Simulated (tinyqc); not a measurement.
## Line constants from open and short measurements

Inverse problem. A uniform line of length len, under a quarter wavelength, has Z_open = Zc coth(gamma len) and Z_short = Zc tanh(gamma len); gamma Zc = r + i w l and gamma/Zc = g + i w c, w = 2 pi f. Find r, l and c.

Parameters, values chosen for the exercise: length len = 3.7 mm; frequency f = 3.8 GHz.

Zin with the far end open = 11.163902-80.659204i ohm
Zin with the far end shorted = 38.111750+19.830647i ohm

Solution. The product of the two impedances is Zc^2 and their ratio tanh^2(gamma len); the principal branch holds below a quarter wavelength.

r = 8.745 ohm/mm
l = 0.2600 nH/mm
c = 128.4 pF/m

tinyqc, about 0.01 s, one thread, Intel Xeon 2.30GHz (shared host): `OMP_NUM_THREADS=1 python tinyqc.py 2810120 2810121 out.jsonl`
